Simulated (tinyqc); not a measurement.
Finite square well with mass mismatch (envelope functions): one step. How many levels are bound. Three cases, with inputs chosen for the exercise.

Task: At E = V0 the arctangent equals pi/2, so level n is bound if k0 L > (n - 1) pi with k0 = sqrt(mw V0/c). Compare with the infinitely deep well, E1(hard) = c (pi/L)^2/mw.

A square well of width L and depth V0, mass mw inside and mb outside, energies from the bottom of the well, c = hbar^2/2m0. k = sqrt(mw E/c), kappa = sqrt(mb (V0 - E)/c). psi and psi'/m are continuous at the walls (BenDaniel-Duke), so level n solves k L + 2 atan[(k/mw)/(kappa/mb)] = n pi.

Constants: hbar^2/2m0 = 3.80998211 eV angstrom^2.

Case 1.

Values chosen (near those of the heavy valleys of a Si film in SiO2; shifted at random, so the results belong to these values and not to a real crystal):
- L = 60 angstrom (well width)
- V0 = 3.262 eV (barrier height)
- mw = 0.91 m0 (mass in the well)
- mb = 0.498 m0 (mass in the barrier)

Case 2.

Values chosen (near those of a strained Si well in SiGe; shifted at random, so the results belong to these values and not to a real crystal):
- L = 69 angstrom (well width)
- V0 = 0.179 eV (barrier height)
- mw = 0.935 m0 (mass in the well)
- mb = 0.901 m0 (mass in the barrier)

Case 3.

Values chosen (near those of a non-polar GaN well in AlGaN; shifted at random, so the results belong to these values and not to a real crystal):
- L = 20 angstrom (well width)
- V0 = 0.615 eV (barrier height)
- mw = 0.198 m0 (mass in the well)
- mb = 0.249 m0 (mass in the barrier)

Give: k0; k0 L/pi; number of bound levels; E1(hard).

Result:

Case 1.

k0 = 0.88268 1/angstrom
k0 L/pi = 16.8579
number of bound levels = 17
E1(hard) = 0.0115 eV

The count does not depend on mb. One more level binds at L = 60.5 angstrom.

Case 2.

k0 = 0.20959 1/angstrom
k0 L/pi = 4.6033
number of bound levels = 5
E1(hard) = 0.0084 eV

The count does not depend on mb. One more level binds at L = 74.9 angstrom.

Case 3.

k0 = 0.17878 1/angstrom
k0 L/pi = 1.1381
number of bound levels = 2
E1(hard) = 0.4748 eV

The count does not depend on mb. One more level binds at L = 35.1 angstrom.

Computed by tinyqc, one run a case: `OMP_NUM_THREADS=1 python tinyqc.py N N+1 out.jsonl` with N = 1282515, 1282561, 1282631; one thread of a shared Intel(R) Xeon(R) Processor @ 2.30GHz, about 0.02 s a run at most.
